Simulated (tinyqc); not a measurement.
Four-band model of biased bilayer graphene near K: one step. Levels and layer polarisation. Two cases, with inputs chosen for the exercise.

Question. Diagonalise; the weight on layer 1 is that of A1 and B1.

Give: levels; weights; weight on layer 1.

Case 1.

H (eV), lower triangle (Hermitian):
```
                     A1         B1                   A2        B2
A1            -0.065000
B1  -0.305865+0.037453i  -0.065000
A2                    0   0.393000             0.065000
B2                    0          0  -0.305865+0.037453i  0.065000
```

Answer.

levels (eV): -0.5705  -0.1652  0.1652  0.5705

weights:
```
    band 1  band 2  band 3  band 4
A1   0.171   0.404   0.355   0.071
B1   0.459   0.043   0.198   0.300
A2   0.300   0.198   0.043   0.459
B2   0.071   0.355   0.404   0.171
```

weight on layer 1: 0.630  0.446  0.554  0.370

Band 2 has 45 % of its weight on layer 1, the layer of lower potential, and band 3 has 55 %; the dimer sites hold 24 % of band 3. The filled band leans to the upper layer here: at larger k the middle bands approach two displaced cones, each still mixed over both layers by g1, and the top filled one leans to the upper layer.

Case 2.

H (eV), lower triangle (Hermitian):
```
                     A1                   B1                  A2        B2
A1            -0.160000
B1   0.047040+0.282238i            -0.160000
A2  -0.001875-0.011249i             0.375000            0.160000
B2   0.005965-0.035791i  -0.001875-0.011249i  0.047040+0.282238i  0.160000
```

Answer.

levels (eV): -0.5845  -0.1480  0.1631  0.5694

weights:
```
    band 1  band 2  band 3  band 4
A1   0.248   0.472   0.259   0.022
B1   0.530   0.005   0.281   0.184
A2   0.193   0.257   0.005   0.544
B2   0.029   0.266   0.455   0.250
```

weight on layer 1: 0.778  0.477  0.540  0.206

Band 2 has 48 % of its weight on layer 1, the layer of lower potential, and band 3 has 54 %; the dimer sites hold 29 % of band 3. The filled band leans to the upper layer here: at larger k the middle bands approach two displaced cones, each still mixed over both layers by g1, and the top filled one leans to the upper layer.

Computed by tinyqc, one run a case: `OMP_NUM_THREADS=1 python tinyqc.py N N+1 out.jsonl` with N = 1452488, 1452508; one thread of a shared Intel(R) Xeon(R) Processor @ 2.30GHz, about 0.06 s a run at most.
